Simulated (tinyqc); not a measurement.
Size effects in the resistivity of thin metal films and interconnect lines: one step, computed by the program tinyqc. Command: `OMP_NUM_THREADS=1 python tinyqc.py 3008228 3008229 out.jsonl size walk`. One thread of a shared host (Intel(R) Xeon(R) Processor @ 2.30GHz), about 0.01 s of CPU time with the checks.

Electrons lose their drift at surfaces (a share 1 - p of the hits) and at grain boundaries (reflection R), besides bulk scattering. The line sits in a trench with a non-conducting liner on both walls and the bottom; the spacing equals the drawn width.

Task: Resistance and delay. Total: rho = rho_b [1 + surface excess + grain excess]; resistance per length rho/(w_m h_m); capacitance per length C = 2 k eps_0 (aspect ratio + 1/2), a parallel-plate estimate for two neighbours plus a fixed term for the planes above and below; delay 0.38 R C L^2; effective resistivity per drawn area.

Inputs (values chosen for the exercise, modelled on nickel):
```
quantity                          value         unit
bulk resistivity rho_b             6.81  microohm cm
aspect ratio (height over width)    2.7            -
line length                         6.7   micrometre
permittivity of the dielectric k    2.3            -
```

Geometry: line.

rho/rho_b from surfaces = 1.222721

rho/rho_b from grains = 1.078066

metal width w_m = 7.3 nm

metal height h_m = 22.79 nm

share of the trench filled by metal = 81.40759 %

Constants: eps_0 = 8.8541878128e-12 F/m.

Give: resistivity rho; resistance per length; capacitance per length; RC delay; effective resistivity per drawn area.

Result:

resistivity rho = 8.858 microohm cm

resistance per length = 532.5 ohm/micrometre

capacitance per length = 0.1303 fF/micrometre

RC delay = 1.184 ps

effective resistivity per drawn area = 10.88 microohm cm

Of the factor 1.60 over bulk, scattering gives 1.30 and the liner 1.23; within scattering, surfaces outweigh grain boundaries (0.08 against 0.22, grains first).
